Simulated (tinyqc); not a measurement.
Undoped gate-all-around wire MOSFET, analytic charge model: two steps of the calculation.

An undoped round wire of radius R under an insulator shell and a surrounding gate; long channel, electrons only, n = ni exp((psi - V)/Vt) with V the quasi-Fermi potential (0 at the source, Vd at the drain), constant mobility, no quantisation. The radial Poisson equation gives n(r) = n(0)/(1 - (1 - b) r^2/R^2)^2 with b = Q0/(Q + Q0). Q is the electron charge per area of the wire surface.

Values chosen for this exercise; material values close to those of silicon: temperature T = 325 K; band gap Eg = 1.11 eV; relative permittivity of the semiconductor eps_r = 11.7; conduction-band density of states at T Nc = 3.15e19 cm^-3; valence-band density of states at T Nv = 2.95e19 cm^-3; relative permittivity of the gate insulator eox = 3.78; insulator thickness tox = 1.7 nm; wire radius R = 6 nm; gate work function less that of the intrinsic body dphi = -0.02 V; gate voltage Vg = 0.35 V.

Constants: q = 1.602176634e-19 C, kB = 1.380649e-23 J/K, Vt = kB T/q, eps0 = 8.8541878128e-14 F/cm where lengths are in cm. Results are converted to the units shown.

Problem 1. Constants of the wire. ni = sqrt(Nc Nv) exp(-Eg/(2 Vt)), Eg in volts; Cox = eps0 eox/(R ln(1 + tox/R)); Q0 = 4 eps0 eps_r Vt/R; V0 = dphi + Vt ln[8 eps0 eps_r Vt/(q ni R^2)].

Wanted: ni; Cox; Q0; V0.

Solution 1.

ni = 7.5453e10 cm^-3
Cox = 2.2361 uF/cm^2
Q0 = 193.42 nC/cm^2
V0 = 0.47829 V

Problem 2. Charge at the source by Newton steps in y = ln(Q/Q0). With V = 0 and Q = Q0 exp(y): f = Q/Cox + Vt y + Vt ln(1 + Q/Q0) - (Vg - V0); df/dy = Q/Cox + Vt (1 + Q/(Q + Q0)); y(new) = y - f/(df/dy).

y after iteration 1 = -0.50983946
Cox = 2.2360776 uF/cm^2
Q0 = 193.41920 nC/cm^2
V0 = 0.47829027 V

Wanted: Q; f; df/dy; y after iteration 2.

Solution 2.

Q = 116.2 nC/cm^2
f = 0.1791 V
df/dy = 0.09047 V
y after iteration 2 = -2.490

tinyqc, about 0.02 s, one thread, Intel Xeon 2.30GHz (shared host): `OMP_NUM_THREADS=1 python tinyqc.py 2460051 2460052 out.jsonl`
